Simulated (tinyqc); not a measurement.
Inside a calculation. Model: X-ray reflectivity of a thin film on silicon: critical angles, Parratt recursion, fringes and roughness. Computed by tinyqc, a small Python program that keeps every step. Command: `OMP_NUM_THREADS=1 python tinyqc.py 3121230 3121231 out.jsonl xrr walk`. One thread of a shared host (Intel(R) Xeon(R) Processor @ 2.30GHz), about 0.01 s of CPU time with the checks. Intermediate numbers are printed to about 6 digits and carried at full precision; extremes and crossings named in words are read from the listed rows.

n = 1 - delta + i beta; the classical electron radius is r_e = 2.8179403e-6 nm. Layer 0 is vacuum, 1 the film, 2 the substrate.

Inputs (values chosen for the exercise, modelled on TaN on silicon, copper K-alpha radiation):

| quantity | value | unit |
|---|---|---|
| wavelength lambda | 0.15406 | nm |
| film density rho | 14.5 | g/cm^3 |
| effective electrons per unit mass, film | 0.41 | mol/g |
| beta/delta, film | 0.078 | - |
| film thickness d | 39.2 | nm |
| roughness of the surface sigma_1 | 0.78 | nm |
| roughness of the interface sigma_2 | 0.16 | nm |
| substrate density | 2.33 | g/cm^3 |
| effective electrons per unit mass, substrate | 0.507 | mol/g |
| beta/delta, substrate | 0.023 | - |
| grazing angle theta | 1.51 | degrees |

Constants: N_A = 6.02214076e+23 1/mol.

## Optical constants

delta = r_e lambda^2 rho_e/(2 pi), rho_e = density x electrons per mass x N_A; critical angle sqrt(2 delta), q_c = 4 sqrt(pi r_e rho_e).

Constants:

| layer | rho_e (1/nm^3) | delta | beta | critical angle (degrees) | q_c (1/nm) |
|---|---|---|---|---|---|
| film | 3580.16 | 3.81096e-05 | 2.97255e-06 | 0.500213 | 0.712118 |
| substrate | 711.40 | 7.57263e-06 | 1.74170e-07 | 0.222977 | 0.317437 |

The film is denser in electrons than the substrate, and thick enough to set the edge of total reflection.

## Critical angle of the film

The formulas are those given above.

critical angle of the film = 0.500213 degrees

## Reflectivity at one angle

k_j = (2 pi/lambda) sqrt(sin^2 theta - 2 delta_j + 2 i beta_j); r_ij = (k_i - k_j)/(k_i + k_j) x exp(-2 k_i k_j sigma^2) (Nevot-Croce); r = (r_01 + r_12 p)/(1 + r_01 r_12 p), p = exp(2 i k_1 d); R = |r|^2.

k_0, k_1, k_2 (1/nm): 1.07472  1.01403+0.00488i  1.06293+0.00027i

1000 r_01 = 7.70842-0.68699i

1000 r_12 = -22.2738+2.1588i

p = -0.391137-0.559068i

reflectivity R = 4.29927e-04

q = 4 pi sin(theta)/lambda = 2.14943 1/nm

## Fringe period, contrast and decay

Far above the critical angle the period is d theta = lambda/(2 d), or 2 pi/d in q; the envelope runs between (|r_01| - |r_12 p|)^2 and (|r_01| + |r_12 p|)^2; contrast = 2 a b/(a^2 + b^2) with a = |r_01|, b = |r_12 p|; roughness factors on the amplitudes are about exp(-q^2 sigma^2/2).

period in theta = 0.112589 degrees

period in q = 0.160285 1/nm

contrast = 0.806509

roughness factor, surface = 0.245263

roughness factor, interface = 0.942578

## Thickness from the minima

Minima of R theta^4 are located on 6001 points over 7.5 periods, from 1.15 times the larger critical angle. With refraction, sin^2(theta_m) = 2 delta + m^2 (lambda/(2 d))^2, m integer or half-integer; the first six minima are used, and the first order is the one that minimises the largest residual of the least-squares line plus the distance of its intercept from 2 delta. Without refraction, d = lambda/(2 x mean step of sin theta).

Minima:

| order m | theta (degrees) | sin^2 theta |
|---|---|---|
| 3 | 0.60480 | 1.11420e-04 |
| 4 | 0.67376 | 1.38276e-04 |
| 5 | 0.75356 | 1.72967e-04 |
| 6 | 0.84096 | 2.15412e-04 |
| 7 | 0.93384 | 2.65621e-04 |
| 8 | 1.03053 | 3.23465e-04 |

d with refraction = 39.2240 nm

d without refraction = 51.8401 nm

Against d = 39.2 nm the errors are +0.06 % with and +32.25 % without refraction. The orders are integers, as r_01 and r_12 have opposite signs for a film denser than the substrate.

## Which roughness does what

R is averaged over one period above each angle (64 points); contrast = (max - min)/(max + min) of R theta^4 over that period. Cases: smooth; only sigma_1; only sigma_2; both.

Mean R and contrast:

| theta (degrees) | R smooth | contrast | R, sigma_1 | contrast, sigma_1 | R, sigma_2 | contrast, sigma_2 | R, both | contrast, both |
|---|---|---|---|---|---|---|---|---|
| 0.8 | 1.33778e-02 | 0.650361 | 7.43634e-03 | 0.832235 | 1.33217e-02 | 0.643747 | 7.38372e-03 | 0.826118 |
| 1.2 | 2.32817e-03 | 0.801710 | 7.72266e-04 | 0.984651 | 2.29396e-03 | 0.784125 | 7.38482e-04 | 0.990129 |
| 1.8 | 5.08269e-04 | 0.880044 | 1.38164e-04 | 0.416294 | 4.87064e-04 | 0.842654 | 1.17900e-04 | 0.453265 |
| 2.5 | 1.33495e-04 | 0.911948 | 4.02509e-05 | 0.064009 | 1.22372e-04 | 0.843850 | 2.89071e-05 | 0.067448 |
| 3.5 | 3.65244e-05 | 0.933785 | 1.19525e-05 | 0.004303 | 3.09292e-05 | 0.798929 | 6.25942e-06 | 0.016119 |

At 2.5 degrees sigma_1 alone multiplies the mean R by 0.30 and sigma_2 alone by 0.92; the contrast goes from 0.91 (smooth) to 0.06 and 0.84.

Checks made by the program: smooth bare substrate far above q_c against (q_c/2q)^4 (relative difference 1e-03).
